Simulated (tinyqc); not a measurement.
# Minority carriers and saturation current of a heavily doped emitter: effects of single changes

n-type, parabolic bands, full ionisation. eta = (EF - Ec)/kB T solves N = Nc F12(eta), F12(x) = (2/sqrt(pi)) int_0^infinity sqrt(u)/(1 + exp(u - x)) du. The gap shrinks rigidly by dEg = a3 y^(1/3) + a4 y^(1/4) + a2 y^(1/2), y = N/1e18 cm^-3, an empirical law that is here taken as the true narrowing.

Parameters, values chosen for the exercise; band and dielectric values close to those of silicon:
- T = 300 K (temperature)
- Eg = 1.1 eV (band gap)
- Nc = 2.79e19 cm^-3 (conduction-band density of states at 300 K)
- Nv = 2.69e19 cm^-3 (valence-band density of states at 300 K)
- N = 1.3e20 cm^-3 (ionised donor density)
- a3 = 9.5 meV (coefficient of (N/1e18)^(1/3))
- a4 = 4.8 meV (coefficient of (N/1e18)^(1/4))
- a2 = 2.1 meV (coefficient of (N/1e18)^(1/2))
- mup = 110 cm^2/(V s) (minority-hole mobility)
- Cn = 1.5e-31 cm^6/s (Auger coefficient)
- ts = 7.1 us (defect lifetime)
- W = 800 nm (emitter width)
- S = 6.8e5 cm/s (recombination velocity at the contact)

Constants: q = 1.602176634e-19 C, kB = 1.380649e-23 J/K, Vt = kB T/q. Results are converted to the units shown.

Each table varies one quantity; the others keep the values above.

## Effect of the contact

ni = sqrt(Nc Nv) exp(-Eg/(2 Vt)), Eg in volts; degeneracy factor g = F12(eta) exp(-eta); nie^2 = ni^2 exp(dEg/kB T) g, p0 = nie^2/N; apparent narrowing dEg + kB T ln g. 1/tau = Cn N^2 + 1/ts, D = mup Vt, L = sqrt(D tau); J0 = (q p0 D/L)(s + tanh(W/L))/(1 + s tanh(W/L)), s = S L/D; the share recombining inside is 1 - 1/[cosh(W/L)(1 + tanh(W/L)/s)].

Results:

| S (cm/s) | J0 (fA/cm^2) | share inside (%) |
|---|---|---|
| 80 | 164.8 | 99.98 |
| 340 | 164.9 | 99.93 |
| 1500 | 164.9 | 99.68 |
| 6200 | 165.2 | 98.74 |
| 1.1e5 | 168.0 | 89.65 |
| 4.8e5 | 169.6 | 84.50 |
| 2.1e6 | 170.3 | 82.50 |
| 8.8e6 | 170.4 | 81.97 |

Estimate the missing row, S = 26000 cm/s.

Computed row:

| S (cm/s) | J0 (fA/cm^2) | share inside (%) |
|---|---|---|
| 26000 | 166.1 | 95.68 |

With this row back in the table: J0 rises from 165 to 170 fA/cm^2, between the limits q p0 (D/L) tanh(W/L) = 165 and q p0 (D/L) coth(W/L) = 170; W/L = 2.4, so passivating the contact can gain at most a factor of 1.03.

## Effect of the doping

Same model as above.

The mobility is held fixed.

Effect of the doping:

| N (cm^-3) | apparent narrowing (meV) | p0 (cm^-3) | L (nm) | J0 (fA/cm^2) | share inside (%) |
|---|---|---|---|---|---|
| 6.4e17 | 13.95 | 667.3 | 3.749e4 | 3612 | 0.02514 |
| 1.4e18 | 17.88 | 355.1 | 2.557e4 | 1923 | 0.05402 |
| 3e18 | 22.67 | 199.5 | 1.381e4 | 1081 | 0.1850 |
| 6.4e18 | 28.50 | 117.1 | 6727 | 637.3 | 0.7761 |
| 1.4e19 | 35.48 | 70.17 | 3103 | 389.0 | 3.562 |
| 3e19 | 42.57 | 43.07 | 1451 | 258.7 | 14.73 |
| 6.4e19 | 48.04 | 24.95 | 680.2 | 197.8 | 46.39 |
| 1.4e20 | 47.63 | 11.22 | 311.0 | 165.9 | 86.60 |
| 3e20 | 32.89 | 2.962 | 145.1 | 92.99 | 99.37 |

The apparent narrowing goes from 14.0 through a maximum of 48.0 (at N = 6.4e19 cm^-3 among the rows listed) to 32.9 meV. p0 goes as N^(-0.81) between the first two rows and N^(-1.75) between the last two (-1 without narrowing or degeneracy), and J0 falls from 3610 to 93.0 fA/cm^2.

Range of the model: Band tails, non-parabolic bands and incomplete ionisation are left out.

Numbers from tinyqc (`OMP_NUM_THREADS=1 python tinyqc.py 2330055 2330056 out.jsonl`; about 0.01 s on one thread of a shared Intel Xeon 2.30GHz).
